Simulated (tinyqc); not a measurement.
# Mobility from the current

Inverse problem. A Schottky diode carries J = q Nc [vR vD/(vR + vD)] exp(-phi/Vt) [exp(V/Vt) - 1]. A* = 4 pi q me m0 kB^2/h^3 (times 1e-4 for A/(cm^2 K^2)); Nc = 2 (2 pi me m0 kB T/h^2)^1.5 (times 1e-6 for cm^-3); vR = A* T^2/(q Nc). Find vR, vD and mun.

Parameters, values chosen for the exercise; band and dielectric values close to those of gallium nitride:
```
symbol  value  unit                             meaning
T         300     K                         temperature
me        0.2    m0                       electron mass
phi      1.36    eV  barrier height seen from the metal
V        0.33     V                                bias
```

Constants: q = 1.602176634e-19 C, kB = 1.380649e-23 J/K, h = 6.62607015e-34 J s, m0 = 9.1093837015e-31 kg, Vt = kB T/q. Results are converted to the units shown.

J = 1.0009170e-11 A/cm^2
vD/mun = 80113.245 V/cm

Solution. J gives the effective velocity v, and 1/vD = 1/v - 1/vR.

vR = 6.015e6 cm/s
vD = 8.011e7 cm/s
mun = 1000 cm^2/(V s)

Numbers from tinyqc (`OMP_NUM_THREADS=1 python tinyqc.py 2640106 2640107 out.jsonl`; about 0.01 s on one thread of a shared Intel Xeon 2.30GHz).
